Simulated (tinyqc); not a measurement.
Heavy doping: gap narrowing, degeneracy and the minority density: sweeps and comparisons. A value that a table varies takes the place of the one given here.

F_j(eta) = (1/Gamma(j + 1)) integral_0^infinity x^j dx/(1 + exp(x - eta)), which tends to exp(eta) for eta << 0.

Empirical narrowing (Slotboom form, constants chosen for the exercise; published fits of this form give the apparent narrowing, here it is taken as the true one): dEg = E0 [ln(N/N0) + sqrt(ln(N/N0)^2 + C)].

Majority: N = Nc F_1/2(eta), eta the distance of EF beyond the majority band edge in kT. Degeneracy factor gam = F_1/2(eta)/exp(eta). ni0^2 = Nc Nv exp(-Eg/kT); product n p = ni0^2 gam exp(dEg/kT), dEg the true narrowing; apparent narrowing dEa = dEg + kT ln gam; minority density = n p/N.

Bipolar transistor with N as emitter doping: beta = K (N/NB) exp((dEa_B + dG - dEa_E)/kT), dEa_E = dEg(N) + kT ln gam, dEa_B = dEg(NB). For the sweep in T, Nc is scaled as (T/T0)^(3/2) from its value at T0 = T.

Constants: kB = 8.617333262e-05 eV/K.

Values chosen for the exercise (gap and densities of states near those of Si at this temperature; narrowing constants near the fits for Si; shifted at random, so the results belong to these values and not to a real crystal): Eg = 1.124 eV (gap); Nc = 2.75e+19 1/cm^3 (conduction-band density of states); Nv = 1.17e+19 1/cm^3 (valence-band density of states); T = 300 K; E0 = 6.27 meV (narrowing scale); N0 = 1.6e+17 1/cm^3 (onset density); C = 0.5 (smoothing constant); N = 4.7e+19 1/cm^3 (ionised donors, equal to the majority density); NB = 7e+17 1/cm^3 (base doping); K = 4.9 (ratio (D_B W_E)/(D_E W_B)); dG = 80 meV (extra narrowing of the base by alloying).

## Narrowing against degeneracy

N takes the values listed; the last column is N over the factor gam exp(dEg/kT), the doping that a simple model would need to give the same minority density.

Results:
```
N (1/cm^3)    eta      gam  dEg (meV)  dEa (meV)  minority (1/cm^3)  effective doping (1/cm^3)
8.0e+16     -5.84    0.999        1.9        1.8                566                   7.45e+16
3.0e+17     -4.51    0.996        9.9        9.8                205                   2.06e+17
8.0e+17     -3.53    0.990       21.1       20.8                118                   3.57e+17
3.0e+18     -2.18    0.962       37.3       36.3               57.2                   7.37e+17
8.0e+18     -1.13    0.903       49.5       46.8               32.2                   1.31e+18
3.0e+19      0.47    0.684       65.9       56.1               12.3                   3.42e+18
8.0e+19      2.06    0.372       78.2       52.6               4.03                   1.05e+19
2.0e+20      4.34   0.0948       89.6       28.7              0.641                   6.58e+19
6.0e+20      9.35  0.00190      103.4      -58.7            0.00727                   5.80e+21
```

dEg grows steadily to 103.4 meV, while the apparent value peaks at 56.1 meV for N = 3e+19 and falls to -58.7 meV as the Fermi level enters the band (a negative value is not met in measurements: parabolic bands with a fixed mass overstate the filling). N grows by a factor 38 from the third to the sixth row and the effective doping by 9.6: net of degeneracy, narrowing takes away 74 % of the factor gained by heavier doping.

## Current gain against temperature

Gain:
```
T (K)      beta  beta with dG = 0  without narrowing
150    1.43e+04              29.4                329
200    4.84e+03              46.7                329
250    2.61e+03              63.6                329
300    1.75e+03              79.4                329
350    1.33e+03              93.9                329
400    1.09e+03               107                329
450         937               119                329
```

dEa_B + dG - dEa_E at T0 = 43.2 meV

beta is 1.43e+04 at 150 K and 937 at 450 K, since the net exponent is positive: the gap is narrower in the base. At 300 K narrowing and degeneracy change the gain by a factor 0.241 and alloying the base by 22.1.

## What moves the minority density and the gain

All results formed anew. Each row changes one parameter from the base and keeps the others.

Results:
```
case                  dEg (meV)  dEa (meV)  minority (1/cm^3)      beta
base                      71.54      56.27               7.91  1.75e+03
N = 9.4e+19 1/cm^3        80.20      50.31               3.14  4.41e+03
E0 = 7.524 meV            85.84      70.58               13.8  1.17e+03
N0 = 3.2e+17 1/cm^3       62.88      47.62               5.66  1.80e+03
Eg = 1.144 eV             71.54      56.27               3.65  1.75e+03
Nc = 3.58e+19 1/cm^3      71.54      59.75               11.8  1.53e+03
NB = 1.4e+18 1/cm^3       71.54      56.27               7.91  1.21e+03
```

The largest shifts from the base row, up to three for each result and ties (the steps differ in size, so this ranks the rows, not the parameters). dEg (meV): E0 +14.31, N +8.66, N0 -8.65; unchanged at the printed digits by Eg, Nc and NB. dEa (meV): E0 +14.31, N0 -8.65, N -5.96; unchanged at the printed digits by Eg and NB. minority (1/cm^3): E0 +5.85, N -4.77, Eg -4.26; unchanged at the printed digits by NB. beta: N +2.66e+03, E0 -581, NB -540; unchanged at the printed digits by Eg.

Run: tinyqc, `OMP_NUM_THREADS=1 python tinyqc.py 1650856 1650857 out.jsonl`; Intel(R) Xeon(R) Processor @ 2.30GHz, one thread, shared host; about 0.01 s of CPU time with all checks.
